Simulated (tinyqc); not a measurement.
# Electromigration in a confined line: Blech product, Korhonen stress evolution and Black's law, step by step

A worked calculation. Computed by tinyqc, a small Python program that keeps every step. Command: `OMP_NUM_THREADS=1 python tinyqc.py 3000838 3000839 out.jsonl emigr walk`. One thread of a shared host (Intel(R) Xeon(R) Processor @ 2.30GHz), about 0.01 s of CPU time with the checks. Intermediate numbers are printed to about 6 digits and carried at full precision; extremes and crossings named in words are read from the listed rows.

The electron wind pushes atoms from the cathode (x = 0) to the anode (x = L); blocking ends build a back stress (tension positive). The input rho is taken not to change with temperature. d sigma/dt = d/dx [kappa (d sigma/dx + G)], with zero flux at both ends and sigma = sigma_0 at t = 0.

Inputs (values chosen for the exercise, close to those used for ruthenium lines): resistivity rho = 12.5 micro-ohm cm; atomic volume Omega = 13.6 angstrom^3; effective charge number Z* = 1.5; prefactor D0 = 6.2e-07 m^2/s; activation energy E = 1.42 eV; effective modulus B = 68 GPa; critical stress sigma_c = 560 MPa; initial stress sigma_0 = 200 MPa; current density j = 2.4 MA/cm^2; line length L = 10 um; test temperature T = 310 C; time as a fraction of L^2/kappa, s = 0.17; use temperature T_u = 125 C; use current density j_u = 0.29 MA/cm^2; current exponent n = 1.5.

Start: thermal stress.

Constants: e = 1.602176634e-19 C; k_B = 8.617333262e-05 eV/K; k_B = 1.380649e-23 J/K.

## Driving force and diffusivities

G = Z* e rho j/Omega; D = D0 exp(-E/(k_B T)); kappa = D B Omega/(k_B T); drift velocity of an unconfined line v = D Z* e rho j/(k_B T). SI: 1 micro-ohm cm = 1e-8 ohm m, 1 MA/cm^2 = 1e10 A/m^2. Temperatures in kelvin are T(C) + 273.15.

stress gradient G = 53.0132 MPa/um

diffusivity D = 3.31341e-19 m^2/s

kappa = 3.80591e-17 m^2/s

drift velocity = 0.106816 nm/h

## Steady state and Blech product

At steady state sigma(x) = sigma_0 + G (L/2 - x). A void forms only if the cathode stress reaches sigma_c, that is if j L exceeds (j L)_c = 2 Omega (sigma_c - sigma_0)/(Z* e rho). Time scale tau = L^2/kappa.

steady cathode stress = 465.066 MPa

j L = 2400 A/cm

critical product (j L)_c = 3259.57 A/cm

tau = 729.858 h

j L is 0.736 times the critical product: the back stress stops the flux first, and the line is immortal in this model.

## Series terms at the cathode

sigma(x, t) = sigma_0 + G L [1/2 - x/L - 4 sum_(m odd) cos(m pi x/L) exp(-m^2 pi^2 s)/(m pi)^2], s = t/tau, summed to m = 399. The terms at x = 0 are 4 exp(-m^2 pi^2 s)/(m pi)^2; tau = L^2/kappa.

terms for m = 1, 3, 5, 7: [0.0756984, 1.24582e-08, 9.83972e-21, 1.63141e-38]

cathode stress at time s = 424.936 MPa

time t = 124.076 h

## Stress along the line

Steady state: sigma_0 + G L (1/2 - x/L). Take x/L = 0, 0.1, 0.2, 0.3, 0.4, 0.6, 0.8 and 1.

Stress (MPa):
```
x/L  at time s  steady state
0.0    424.936       465.066
0.1    373.887       412.053
0.2    326.574       359.040
0.3    282.438       306.026
0.4    240.612       253.013
0.6    159.388       146.987
0.8     73.426        40.960
1.0    -24.936       -65.066
```

## Finite line against the semi-infinite law

Semi-infinite line: sigma(0, t) = sigma_0 + 2 G L sqrt(s/pi). One-term form: keep m = 1 alone.

Cathode stress (MPa):
```
s            t (h)  full series  semi-infinite  one term
0.002  1.45972e+00      226.752        226.752   254.411
0.005  3.64929e+00      242.298        242.298   260.557
0.01   7.29858e+00      259.819        259.819   270.404
0.02   1.45972e+01      284.597        284.597   288.699
0.05   3.64929e+01      333.617        333.759   333.898
0.1    7.29858e+01      384.985        389.164   384.988
0.2    1.45972e+02      435.220        467.519   435.220
0.4    2.91943e+02      460.920        578.328   460.920
0.8    5.83887e+02      464.986        735.037   464.986
```

Among these rows the semi-infinite law holds to 1 % up to s = 0.05 and the one-term form from s = 0.05 on: the far end is felt once sqrt(kappa t) is no longer small against L, and by then the terms with m > 1 have nearly died out. The critical stress 560 MPa is not reached in these rows.

## Extrapolation by Black's law

Median life t50 = A j^(-n) exp(E/(k_B T)); acceleration factor = t50(use)/t50(test) = (j/j_u)^n exp[(E/k_B)(1/T_u - 1/T)].

current factor = 23.8078

temperature factor = 503764

acceleration factor = 1.19935e+07

At the use current j_u L lies below the critical product, where Black's law does not apply: the line would not fail by this mechanism. Caution: the test j L lies below the critical product, so the line would not void in the test and the acceleration factor is formal. Caution: an acceleration factor above a million assumes one mechanism over a range that no test covers. Caution: j_u L lies below the critical product, so the acceleration factor is formal: at use the line would not void.

Checks made by the program: series against a 200-cell finite-volume solution (on the scale of G L) (relative difference 2e-06).
